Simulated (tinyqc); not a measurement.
Off-state leakage of single and stacked transistors: one step of the calculation.

n-channel devices of unit width. Subthreshold current I(Vg, Vs, Vd) = I0 (T/300 K)^0.5 exp[(Vg - Vs - VT(T) - gb (Vs - Vb) + dd (Vd - Vs))/(nf Vt)] (1 - exp(-(Vd - Vs)/Vt)), VT(T) = VT - cT (T - 300 K). Gate-edge tunnelling Ig (Vd/1 V) exp(ag (Vd - 1 V)), for a gate at 0 V, and band-to-band leakage Ab u exp(-Bb/u), u = Vd - Vb + 1 V, flow at a drain held at V; both are taken as independent of T. In a stack of off transistors (all gates at 0 V) the same subthreshold current passes through each.

Question. Leakage of one transistor. Vg = Vs = 0, Vd = V; effective threshold VT(T) - gb Vb - dd V.

Inputs (values chosen for the exercise); values of the order met in bulk silicon logic transistors: temperature T = 358 K; supply voltage V = 1.2 V; threshold at 300 K, zero drain and body bias VT = 0.35 V; fall of the threshold with temperature cT = 0.6 mV/K; current at threshold at 300 K I0 = 0.6 uA/um; slope factor nf = 1.38; drain-induced lowering per volt dd = 0.15; rise of the threshold per volt of source-body bias gb = 0.2; gate-edge tunnelling current at 1 V Ig = 0.0002 uA/um; exponential slope of the gate current ag = 4.9 1/V; prefactor of band-to-band leakage at the drain Ab = 2 uA/(um V); its exponential voltage Bb = 24 V; body voltage Vb = 0 V.

Constants: q = 1.602176634e-19 C, kB = 1.380649e-23 J/K, Vt = kB T/q. Results are converted to the units shown.

Give: effective threshold; parts; total; shares.

Answer.

effective threshold = 0.13520 V
parts (nA/um): subthreshold 27.374, gate edge 0.63947, band-to-band 0.080481
total = 28.094 nA/um
shares (%): subthreshold 97.437, gate edge 2.2762, band-to-band 0.28647

The subthreshold part is the largest.

Computed by the program tinyqc: `OMP_NUM_THREADS=1 python tinyqc.py 2242268 2242269 out.jsonl`, one thread of a shared Intel Xeon 2.30GHz, about 0.03 s for the whole run.
